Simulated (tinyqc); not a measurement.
# Debye-Callaway model of lattice thermal conductivity, step by step

A worked calculation. Computed by tinyqc, a small Python program that keeps every step. Command: `OMP_NUM_THREADS=1 python tinyqc.py 3027481 3027482 out.jsonl callaway walk`. One thread of a shared host (Intel(R) Xeon(R) Processor @ 2.30GHz), about 0.01 s of CPU time with the checks. Intermediate numbers are printed to about 7 digits and carried at full precision; extremes and crossings named in words are read from the listed rows.

Three acoustic branches with one velocity v, cut at omega_D = k_B Theta/hbar; x = hbar omega/(k_B T). v and Theta are separate inputs: Theta cuts off the heat-carrying modes, so C need not reach 3 k_B/V. gamma is an effective value that sets the umklapp rate.

Inputs (values chosen for the exercise, modelled on lead telluride):
```
quantity,value,unit
sound velocity v,1800,m/s
Debye temperature Theta,140,K
volume per atom V,33.7,angstrom^3
mean atomic mass M,167.4,u
effective Grueneisen parameter gamma,4.21,-
umklapp exponent divisor b,2,-
alloy fraction f,0.44,-
mass difference Delta M,107,u
Casimir length L,4400,micrometre
normal-process factor f_N,1,-
temperature T,20,K
probe frequency omega/omega_D,0.31,-
```

Sample: crystal. Point defects: alloy. Normal processes: included.

Constants: k_B = 1.380649e-23 J/K; hbar = 1.054571817e-34 J s; u = 1.6605390666e-27 kg.

## Mass-fluctuation parameter

For a random alloy on all sites Gamma = f (1 - f) (Delta M/M)^2, with M the mean mass; strain-field scattering is left out. A = V Gamma/(4 pi v^3).

Gamma = 0.1006694

Rayleigh coefficient A = 4.629135e-41 s^3

## Scattering rates at one frequency

Rates: point defects A omega^4; umklapp B omega^2 T exp(-Theta/(b T)) with B = hbar gamma^2/(M v^2 Theta); normal processes f_N B omega^2 T (T/Theta)^2. Boundaries: v/L. The resistive time is tau_R = 1/(boundary + point-defect + umklapp rates), and the free path is v tau_R.

omega = 5.681943e+12 rad/s

Rates:
```
process,rate (1/s),rate x tau_R
boundaries,409090.9,8.428203e-06
point defects,4.824888e+10,0.9940367
umklapp,2.890385e+08,0.005954851
normal,1.953396e+08,0.004024441
```

tau_R = 2.060227e-11 s

free path = 37.08409 nm

The strongest resistive process at this frequency: point defects, 99 % of the resistive rate.

## The integrand on a coarse grid

x runs in ten equal steps to min(Theta/T, 12); g = x^4 e^x/(e^x - 1)^2; tau_C is the inverse of all rates summed; the last column is c tau_C g with c = (k_B/(2 pi^2 v)) (k_B T/hbar)^3.

Integrand:
```
x,g,tau_C (s),c tau_C g (W/(m K))
0.7,0.470472,1.744417e-09,5.725018e+00
1.4,1.668957,1.168068e-10,1.359896e+00
2.1,3.092583,2.337974e-11,5.043748e-01
2.8,4.237412,7.432029e-12,2.196850e-01
3.5,4.818089,3.050747e-12,1.025353e-01
4.2,4.809323,1.472963e-12,4.941608e-02
4.9,4.357462,7.956333e-13,2.418460e-02
5.6,3.663708,4.666006e-13,1.192500e-02
6.3,2.903377,2.913885e-13,5.901579e-03
7.0,2.193427,1.912232e-13,2.925878e-03
```

The integrand is largest at the lowest frequency shown, whose long lifetime outweighs its small heat capacity.

## Thermal conductivity

kappa_1 = c int tau_C g dx, g = x^4 e^x/(e^x - 1)^2, c = (k_B/(2 pi^2 v)) (k_B T/hbar)^3, over 0 < x < min(Theta/T, 40), by 96 Gauss-Legendre points in s with x = x_max s^2; 1/tau_C = 1/tau_R + 1/tau_N; kappa_2 = c [int (tau_C/tau_N) g dx]^2 / int (tau_C/(tau_N tau_R)) g dx; kappa = kappa_1 + kappa_2. Heat capacity C = 3 c int g dx / v^2; grey free path 3 kappa/(C v); the median free path v tau_C halves kappa_1 when the quadrature points are ordered by free path (each counted at half its weight, interpolated in the logarithm); likewise at 10 % and 90 %.

kappa_1 = 16.90865 W/(m K)

kappa_2 = 0.001261595 W/(m K)

kappa = 16.90991 W/(m K)

heat capacity C = 140944.5 J/(m^3 K)

grey free path = 199.9594 nm

median free path = 91772.98 nm

free path at 10 % of kappa_1 = 650.5165 nm

free path at 90 % of kappa_1 = 1437902 nm

The median free path is 460 times the grey one: a small share of the heat capacity, at low frequency, carries much of the heat. The middle 80 % of kappa_1 spans a factor 2200 in free path. The Callaway term kappa_2 is 0.0075 % of the total. Caution: for so large a Gamma the Rayleigh formula is only rough near omega_D.

## Leaving out one process at a time

The formulas are those given above.

Conductivity at T:
```
case,kappa (W/(m K)),ratio to all
all processes,16.90991,1
without point defects,265.8455,15.72128
without boundaries,21.64316,1.279910
without umklapp,21.81335,1.289974
```

Removing point defects raises kappa most, by a factor 15.7; removing boundaries gives only 1.28.

## Conductivity against temperature

The boundary limit is C v^2/(3 x boundary rate), with C = 3 c int g dx / v^2.

Kappa (W/(m K)):
```
T (K),all processes,without point defects,boundary limit
1.4,13.98119,151.9270,151.9270
2.8,20.65879,1215.416,1215.416
4.9,24.29326,6505.496,6513.869
8.4,26.00129,10057.67,32808.97
14,23.52410,917.6537,147820.6
24,13.21812,154.9385,547169.3
42,5.895392,38.71993,1184777
70,2.985303,13.57870,1609215
110,1.646585,5.956463,1800397
180,0.8352458,2.639783,1891881
```

kappa peaks among these rows at 8.4 K (T/Theta = 0.060) with 26.0 W/(m K). The exponent d ln kappa/d ln T is 0.56 at the cold end and -1.38 at the hot end. The normal rate is taken to grow as T^3 at all T, which overstates it above Theta. Point defects cost most at 8.4 K, a factor 387.

Checks made by the program: heat capacity against the Debye function (relative difference below 1e-10).
